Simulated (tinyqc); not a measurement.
Inside a calculation. Model: trench capacitor in an array: capacitance, non-linearity, leakage and relaxation.

Program tinyqc, `OMP_NUM_THREADS=1 python tinyqc.py 2102114 2102115 out.jsonl`; Intel Xeon 2.30GHz, shared host, one thread, about 0.01 s. Printed values are rounded.

A film between two metal electrodes, each interface adding a series capacitance ci. The small-signal permittivity is ek (1 + aq E^2); the field is found with the linear permittivity. Leakage J = J0 sinh(E/Ef). After a voltage step the film passes a relaxation current kr C V tt^(-nr), tt being the time in seconds. The sidewall is a coaxial capacitor with radii a = dm/2 - t and b = dm/2, depth AR dm; the end face is left out.

Values chosen for this exercise; permittivity of the order of that of silicon nitride: relative permittivity of the film ek = 7.44; film thickness t = 22 nm; capacitance of each electrode interface (dead layer and screening) ci = 210 uF/cm^2; quadratic field coefficient of the permittivity aq = 0.0014 cm^2/MV^2; bias V = 0.8 V; leakage prefactor J0 = 5.7e-10 A/cm^2; field for an e-fold rise of the leakage Ef = 0.17 MV/cm; diameter of the hole dm = 200 nm; aspect ratio, depth over diameter AR = 50; pitch of the square array pt = 320 nm; resistivity of the inner electrode rho = 990 uohm cm.

Constants: eps0 = 8.8541878128e-14 F/cm where lengths are in cm. Results are converted to the units shown.

## Planar capacitance, field and non-linearity

Planar film: Cf = eps0 ek/t, 1/C = 1/Cf + 2/ci, EOT = 3.9 eps0/C, effective permittivity C t/eps0, E = (V/t) C/Cf; quadratic coefficient [C(V)/C - 1]/V^2 with Cf (1 + aq E^2) in C(V).

Cf = 0.2994325 uF/cm^2
C = 0.2985811 uF/cm^2
EOT = 11.56515 nm
effective permittivity = 7.418843
E = 0.3626023 MV/cm
quadratic coefficient = 286.7954 ppm/V^2
J = 2.371565e-9 A/cm^2

The interfaces take 0.284 % of the voltage.

## Cell capacitance, fields and time constant

Per length 1/c = ln(b/a)/(2 pi eps0 ek) + (1/a + 1/b)/(2 pi ci); cell capacitance c AR dm; per footprint over pt^2; fields c V/(2 pi eps0 ek r) at r = a and b; resistance of the inner electrode rho AR dm/(pi a^2); time constant R C/3 of the distributed line.

a = 78 nm
b = 100 nm
cell capacitance = 16.61090 fF
capacitance per footprint = 16.22158 uF/cm^2
field at a = 0.4116111 MV/cm
field at b = 0.3210566 MV/cm
R = 5.179599 kohm
R C/3 = 28.67927 ps

The array gives 54.3 times the planar capacitance per footprint; curvature makes the field at the inner electrode 1.14 times the planar value.
